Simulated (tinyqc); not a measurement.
CIS on RHF in the sto-6g basis, for H4, spin multiplicity 1, step by step. One step of it, computed by the program tinyqc.

Question. CIS matrix, singlets. A(ia,jb) = (e_a - e_i) d_ij d_ab + 2 (ia|jb) - (ij|ab).

orbital energies (hartree): MO1 -0.639405, MO2 -0.440581, MO3 0.474532, MO4 0.738089

Two-electron integrals over orbitals (pq|rs), unique and non-zero (hartree):
```
(11|11) 0.487049   (21|21) 0.181872   (22|11) 0.486939   (22|22) 0.499344
(31|31) 0.103641   (32|32) 0.084360   (33|11) 0.472721   (33|22) 0.475807
(33|33) 0.481998   (41|32) 0.082514   (41|41) 0.080751   (42|31) 0.107360
(42|42) 0.116339   (43|21) 0.179296   (43|43) 0.196708   (44|11) 0.481718
(44|22) 0.492548   (44|33) 0.492503   (44|44) 0.509634
```

Give: CIS matrix A, singlet.

Answer.

CIS matrix A, singlet (hartree), lower triangle:
```
       1>3     1>4    2>3    2>4
1>3  0.848
1>4  0.000   1.057
2>3  0.000  -0.014  0.608
2>4  0.035   0.000  0.000  0.919
```
